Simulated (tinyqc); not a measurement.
Reverse leakage of an n+-p junction: diffusion, generation, trap-assisted and band-to-band tunnelling: two steps of the calculation.

One-sided abrupt junction in the depletion approximation, x from the junction (0) to W on the p side, field F = F0 (1 - x/W). Flat quasi-Fermi levels, long p side. Traps generate through SRH with both lifetimes shortened by 1 + Gamma (Hurkx enhancement, form for moderate fields); band-to-band generation is local and needs a total bending above Eg.

Values chosen for this exercise; band and dielectric values close to those of silicon:
- T = 250 K (temperature)
- Eg = 1.11 eV (band gap)
- eps_r = 11.9 (relative permittivity)
- Nc = 2.12e19 cm^-3 (conduction-band density of states at T)
- Nv = 2.05e19 cm^-3 (valence-band density of states at T)
- Na = 1.9e17 cm^-3 (acceptor density of the lighter side)
- Nd = 1e19 cm^-3 (donor density of the heavier side)
- tau = 1e-7 s (SRH lifetime of both carriers at zero field)
- Et = 0.09 eV (trap level above the intrinsic level)
- mt = 0.25 m0 (tunnelling mass)
- Dn = 13 cm^2/s (electron diffusion coefficient on the lighter side)
- Ab = 6.9e14 cm^-0.5 V^-2.5 s^-1 (band-to-band prefactor)
- Bb = 1.93e7 V/cm (band-to-band field constant)
- VR = 1.7 V (reverse bias)

Constants: q = 1.602176634e-19 C, kB = 1.380649e-23 J/K, hbar = 1.054571817e-34 J s, m0 = 9.1093837015e-31 kg, Vt = kB T/q, eps0 = 8.8541878128e-14 F/cm where lengths are in cm. Results are converted to the units shown.

Problem 1. Field, scales and diffusion current. ni = sqrt(Nc Nv) exp(-Eg/(2 Vt)), Eg in volts; Vbi = Vt ln(Na Nd/ni^2); W = sqrt(2 eps0 eps_r (Vbi + VR)/(q Na)); F0 = 2 (Vbi + VR)/W; FG = sqrt(24 mt m0 (kB T)^3)/(q hbar); J_diff = q ni^2 sqrt(Dn/tau)(1 - exp(-VR/Vt))/Na.

Give: ni; Vbi; W; F0; FG; J_diff.

Solution 1.

ni = 1.3513e8 cm^-3
Vbi = 0.99296 V
W = 136.54 nm
F0 = 394.47 kV/cm
FG = 280.59 kV/cm
J_diff = 1.7555e-16 A/cm^2

Problem 2. Generation rates across the layer. u = (Vbi + VR)(1 - x/W)^2, p = Na exp(-u/Vt), n = Nd exp((u - Vbi - VR)/Vt); G0 = ni^2 (1 - exp(-VR/Vt))/(tau (n + p + 2 ni cosh(Et/Vt))); Gamma = 2 sqrt(3 pi)(F/FG) exp((F/FG)^2); trap-assisted part G0 Gamma; G_bb = Ab F^2.5 exp(-Bb/F) with F in V/cm, zero unless Vbi + VR > Eg. 12 equal steps.

ni = 1.3512549e8 cm^-3
Vbi = 0.99296429 V
W = 136.53568 nm
F0 = 394.47042 kV/cm
FG = 280.58762 kV/cm

Give: x; F; Gamma; G0; G0 Gamma; G_bb.

Solution 2.

```
point  x (nm)  F (kV/cm)   Gamma  G0 (cm^-3 s^-1)  G0 Gamma (cm^-3 s^-1)  G_bb (1e7 cm^-3 s^-1)
0         0.0      394.5   62.30          1.826e4                1.138e6                  3.806
1        11.4      361.6   41.65         6.057e12               2.523e14                  0.036
2        22.8      328.7   28.38         2.072e13               5.879e14                  0.000
3        34.1      295.9   19.68         2.072e13               4.077e14                  0.000
4        45.5      263.0   13.85         2.072e13               2.870e14                  0.000
5        56.9      230.1   9.865         2.072e13               2.044e14                  0.000
6        68.3      197.2   7.074         2.072e13               1.466e14                  0.000
7        79.6      164.4   5.069         2.055e13               1.042e14                  0.000
8        91.0      131.5   3.584         9.852e11               3.531e12                  0.000
9       102.4       98.6   2.442          2.375e9                5.799e9                  0.000
10      113.8       65.7   1.520          3.095e7                4.705e7                  0.000
11      125.2       32.9  0.7293          2.289e6                1.670e6                  0.000
12      136.5        0.0       0          9.610e5                      0                  0.000
```

Range of the model: The n+ side is degenerate, so Vbi from Boltzmann statistics is only a guide.

tinyqc, about 0.01 s, one thread, Intel Xeon 2.30GHz (shared host): `OMP_NUM_THREADS=1 python tinyqc.py 2290015 2290016 out.jsonl`
